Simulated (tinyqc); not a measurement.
Charge neutrality of a doped semiconductor with incomplete ionisation: one step, computed by the program tinyqc.

Energies are counted from the top of the valence band; E_D is measured down from the conduction band and E_A up from the valence band.

Problem. Gap and effective densities of states. E_g = E_g0 - alpha T^2/(T + beta). N_c = 2 M_c (2 pi m_e k_B T/h^2)^(3/2) and N_v = 2 (2 pi m_h k_B T/h^2)^(3/2), masses in units of m_0. n_i = sqrt(N_c N_v) exp(-E_g/(2 k_B T)); E_i = E_g/2 + (k_B T/2) ln(N_v/N_c).

Inputs (values chosen for the exercise, modelled on GaP):
```
quantity              value  unit
gap at 0 K E_g0        2.37    eV
Varshni alpha      0.000573  eV/K
Varshni beta            365     K
electron mass m_e     0.481   m_0
valleys M_c               3     -
hole mass m_h         0.828   m_0
temperature T            77     K
```

Doping: n-type, compensated. Statistics of the bands: Fermi-Dirac.

Constants: m_0 = 9.1093837015e-31 kg; k_B = 1.380649e-23 J/K; h = 6.62607015e-34 J s; k_B = 8.617333262e-05 eV/K.

Give: gap E_g; N_c; N_v; k_B T; intrinsic density n_i; intrinsic level E_i.

Solution.

gap E_g = 2.362 eV

N_c = 3.266e+18 cm^-3

N_v = 2.459e+18 cm^-3

k_B T = 0.006635 eV

intrinsic density n_i = 1.392e-59 cm^-3

intrinsic level E_i = 1.180 eV
